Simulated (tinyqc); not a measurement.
Koster-Slater impurity in a tight-binding band, by Green functions and by supercells: one step, computed by the program tinyqc. Command: `OMP_NUM_THREADS=1 python tinyqc.py 3024869 3024870 out.jsonl kosterslater walk`. One thread of a shared host (Intel(R) Xeon(R) Processor @ 2.30GHz), about 0.02 s of CPU time with the checks.

One orbital per site, e(k) = -2 t sum cos(k_i) over 1 direction(s), band from -2 t to 2 t, lattice constant 1. One site has the extra energy U. Spin is left out.

Question. The bound state. Outside the band G0(E) = sign(E)/sqrt(E^2 - 4 t^2). A bound state solves 1/U = G0(E). Bisection in ln(distance from the edge) between 1e-5 t and |U| + t. Weight on the impurity site: -1/(U^2 dG0/dE), by a central difference with step min(1e-4 t, distance/30). Decay length along an axis: 1/arccosh(1 + distance/(2 t)).

Inputs (values chosen for the exercise, for a model band): hopping t = 1.6 eV; impurity potential U = -0.723 eV.

Lattice: chain.

Give: level E_b; distance from the band edge; weight on the impurity site; decay length.

Answer.

level E_b = -3.281 eV

distance from the band edge = 0.08066 eV

weight on the impurity site = 0.2204

decay length = 4.463 sites

The state is shallow: most of it spreads over the host.
